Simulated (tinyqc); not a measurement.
Where in the gap a trap does harm: carrier lifetime from Shockley-Read-Hall, radiative, Auger and surface recombination. Computed by tinyqc, a small Python program. Command: `OMP_NUM_THREADS=1 python tinyqc.py 3027453 3027454 out.jsonl lifetime walk`. One thread of a shared host (Intel(R) Xeon(R) Processor @ 2.30GHz), about 0.02 s of CPU time with the checks.

Energies are counted from the top of the valence band. Boltzmann statistics, full ionisation, and equal excess densities of electrons and holes.

Inputs (values chosen for the exercise, for a model semiconductor):

| quantity | value | unit |
|---|---|---|
| gap E_g | 1.48 | eV |
| electron mass m_e | 0.0937 | m_0 |
| valleys M_c | 1 | - |
| hole mass m_h | 0.621 | m_0 |
| temperature T | 250 | K |
| doping N | 2.8e+14 | cm^-3 |
| trap level E_t | 0.902 | eV |
| trap density N_t | 8e+14 | cm^-3 |
| electron cross-section sigma_n | 5.9e-16 | cm^2 |
| hole cross-section sigma_p | 2.2e-16 | cm^2 |

Doping: n-type. Surface term: two equal surfaces.

Constants: m_0 = 9.1093837015e-31 kg; k_B = 1.380649e-23 J/K; h = 6.62607015e-34 J s; k_B = 8.617333262e-05 eV/K.

Method:
- N_c = 2 M_c (2 pi m_e k_B T/h^2)^(3/2) and N_v = 2 (2 pi m_h k_B T/h^2)^(3/2), masses in units of m_0.
- n_i = sqrt(N_c N_v) exp(-E_g/2 k_B T); majority density N/2 + sqrt(N^2/4 + n_i^2), minority density n_i^2 over it.
- v = sqrt(3 k_B T/m) with m_e or m_h; tau_n0 = 1/(sigma_n v_n N_t), tau_p0 = 1/(sigma_p v_p N_t); n1 = N_c exp(-(E_g - E_t)/k_B T), p1 = N_v exp(-E_t/k_B T).
- Low injection: tau = [tau_p0 (n_0 + n1) + tau_n0 (p_0 + p1)]/(n_0 + p_0). Depleted region (n = p = 0): generation lifetime tau_g = (tau_p0 n1 + tau_n0 p1)/n_i. n1 = N_c exp(-(E_g - E_t)/k_B T), p1 = N_v exp(-E_t/k_B T).

tau_p0 = 4.19958e-07 s

n_0 = 2.80e+14 cm^-3

N_c = 5.47532e+17 cm^-3

tau_n0 = 6.08275e-08 s

p_0 = 2.66810e-08 cm^-3

N_v = 9.34195e+18 cm^-3

n_i = 2733.25 cm^-3

The same trap at other energies:

| E_t (eV) | SRH lifetime (s) | generation lifetime (s) |
|---|---|---|
| 0.089 | 3.3020e-05 | 3.3396e+06 |
| 0.222 | 4.8789e-07 | 6.9588e+03 |
| 0.370 | 4.2003e-07 | 7.2275e+00 |
| 0.518 | 4.1996e-07 | 7.5065e-03 |
| 0.666 | 4.1996e-07 | 7.7996e-06 |
| 0.740 | 4.1996e-07 | 3.5292e-07 |
| 0.814 | 4.1996e-07 | 3.1629e-06 |
| 0.962 | 4.1996e-07 | 3.0375e-03 |
| 1.110 | 4.1999e-07 | 2.9246e+00 |
| 1.258 | 4.4744e-07 | 2.8159e+03 |
| 1.391 | 1.3612e-05 | 1.3514e+06 |

What does the comparison show, and why?

The SRH lifetime (other channels left aside) stays within 10 % of its least value, among these rows, from E_t = 0.37 to 1.258 eV. The generation lifetime has a sharp minimum, among these rows at 0.74 eV and exactly at 0.750 eV, where tau_p0 n1 = tau_n0 p1, since generation needs two thermal jumps and the larger one rules. Caution: the trap density is not small against the doping, so trapped charge breaks the equality of the excess densities.

Extremes, crossings and ranges named in words are read from the listed rows.
